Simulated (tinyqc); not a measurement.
Worked calculation: Pariser-Parr-Pople SCF with singles CI, for the molecule C=CC1=CN=CC=CC1=C (SMILES; centres numbered as the heavy atoms are written). One step of it, computed by the program tinyqc.

Task: Iteration 3: orbitals and new P. Diagonalise F (the basis is taken as orthonormal) and form P = 2 sum c c over the lowest orbitals; 0.5 of the old P is kept.

F (eV), order 1C, 2C, 3C, 4C, 5N, 6C, 7C, 8C, 9C, 10C:
```
[[-5.650681, -5.508351, -0.083130, 0.762174, 0.022517, -0.279469, -0.031778, 0.237664, 0.134935, -0.202715],
 [-5.508351, -5.602769, -3.713712, -0.008631, 0.130931, -0.031784, -0.042885, 0.079990, 0.041391, 0.220436],
 [-0.083130, -3.713712, -5.610376, -4.821795, -0.036425, 0.650966, 0.124341, -0.592991, -3.488377, 0.388153],
 [0.762174, -0.008631, -4.821795, -5.497175, -4.277089, 0.064017, 0.279011, 0.083414, -0.100273, 0.513884],
 [0.022517, 0.130931, -0.036425, -4.277089, -8.471735, -5.089717, 0.006325, 0.648257, 0.116317, -0.293272],
 [-0.279469, -0.031784, 0.650966, 0.064017, -5.089717, -5.518399, -4.044823, -0.241263, 0.159713, -0.209285],
 [-0.031778, -0.042885, 0.124341, 0.279011, 0.006325, -4.044823, -6.254570, -5.094032, -0.042978, 0.563323],
 [0.237664, 0.079990, -0.592991, 0.083414, 0.648257, -0.241263, -5.094032, -5.630293, -3.671963, 0.251854],
 [0.134935, 0.041391, -3.488377, -0.100273, 0.116317, 0.159713, -0.042978, -3.671963, -5.510910, -5.235461],
 [-0.202715, 0.220436, 0.388153, 0.513884, -0.293272, -0.209285, 0.563323, 0.251854, -5.235461, -5.528708]]
```

pi electrons, sum of z_r less the charge = 10

P after iteration 2, order 1C, 2C, 3C, 4C, 5N, 6C, 7C, 8C, 9C, 10C:
```
[[0.987107, 0.896971, 0.031732, -0.317689, -0.013352, 0.207710, 0.024979, -0.168358, -0.072891, 0.118700],
 [0.896971, 0.994592, 0.421998, 0.003238, -0.071265, 0.020763, 0.028014, -0.043770, -0.015531, -0.089337],
 [0.031732, 0.421998, 0.960960, 0.715292, 0.014196, -0.307558, -0.058743, 0.233490, 0.362341, -0.145604],
 [-0.317689, 0.003238, 0.715292, 0.952955, 0.529708, -0.025209, -0.131811, -0.039402, 0.039483, -0.281165],
 [-0.013352, -0.071265, 0.014196, 0.529708, 1.145345, 0.739832, -0.002465, -0.304010, -0.054551, 0.190824],
 [0.207710, 0.020763, -0.307558, -0.025209, 0.739832, 0.880420, 0.509673, 0.095004, -0.075448, 0.136700],
 [0.024979, 0.028014, -0.058743, -0.131811, -0.002465, 0.509673, 1.008390, 0.787368, 0.016920, -0.308201],
 [-0.168358, -0.043770, 0.233490, -0.039402, -0.304010, 0.095004, 0.787368, 0.900944, 0.410785, -0.094463],
 [-0.072891, -0.015531, 0.362341, 0.039483, -0.054551, -0.075448, 0.016920, 0.410785, 0.995964, 0.824886],
 [0.118700, -0.089337, -0.145604, -0.281165, 0.190824, 0.136700, -0.308201, -0.094463, 0.824886, 1.173322]]
```

Give: orbital energies; P after iteration 3.

Result:

orbital energies (eV): [-15.0816, -13.2542, -12.6578, -11.0073, -8.6419, -2.5518, -1.2050, 0.3626, 1.8006, 2.9608]

P after iteration 3, order 1C, 2C, 3C, 4C, 5N, 6C, 7C, 8C, 9C, 10C:
```
[[0.9928, 0.9038, 0.0235, -0.3161, -0.0070, 0.1984, 0.0209, -0.1571, -0.0657, 0.1117],
 [0.9038, 0.9944, 0.4101, 0.0045, -0.0641, 0.0207, 0.0252, -0.0407, -0.0157, -0.0846],
 [0.0235, 0.4101, 0.9725, 0.7293, 0.0052, -0.3094, -0.0541, 0.2319, 0.3500, -0.1469],
 [-0.3161, 0.0045, 0.7293, 0.9399, 0.5122, -0.0353, -0.1267, -0.0291, 0.0392, -0.2817],
 [-0.0070, -0.0641, 0.0052, 0.5122, 1.1919, 0.7473, -0.0118, -0.3024, -0.0483, 0.1859],
 [0.1984, 0.0207, -0.3094, -0.0353, 0.7473, 0.8509, 0.4967, 0.1053, -0.0699, 0.1225],
 [0.0209, 0.0252, -0.0541, -0.1267, -0.0118, 0.4967, 1.0217, 0.7989, 0.0110, -0.3038],
 [-0.1571, -0.0407, 0.2319, -0.0291, -0.3024, 0.1053, 0.7989, 0.8898, 0.3958, -0.0778],
 [-0.0657, -0.0157, 0.3500, 0.0392, -0.0483, -0.0699, 0.0110, 0.3958, 1.0019, 0.8396],
 [0.1117, -0.0846, -0.1469, -0.2817, 0.1859, 0.1225, -0.3038, -0.0778, 0.8396, 1.1443]]
```
